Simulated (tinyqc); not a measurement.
Effective-mass impurity with a central-cell term, in a basis of Slater functions: one step, computed by the program tinyqc. Command: `OMP_NUM_THREADS=1 python tinyqc.py 3016645 3016646 out.jsonl centralcell walk`. One thread of a shared host (Intel(R) Xeon(R) Processor @ 2.30GHz), about 0.01 s of CPU time with the checks.

The envelope obeys H = -nabla^2 - (2/r) [Z + A exp(-kappa r)] in effective units, with kappa = a*/lambda; positive A deepens the well near the core.

Question. Effective units. Units: Ry* = Ry m/eps^2 and a* = a_0 eps/m, with m in m_0. kappa = a*/lambda; the hydrogenic ground state is bound by Z^2 Ry*.

Inputs (values chosen for the exercise, for a model semiconductor):
```
quantity                   value      unit
effective mass m           0.406       m_0
dielectric constant eps     7.68         -
charge Z of the core           1         -
central-cell range lambda   0.72  angstrom
```

Impurity: acceptor, one isotropic band.

Constants: Ry = 13.605693123 eV; a_0 = 0.529177210903 angstrom.

Give: Ry*; a*; kappa; hydrogenic binding energy.

Answer.

Ry* = 93.65 meV

a* = 10.01 angstrom

kappa = 13.90 1/a*

hydrogenic binding energy = 93.65 meV
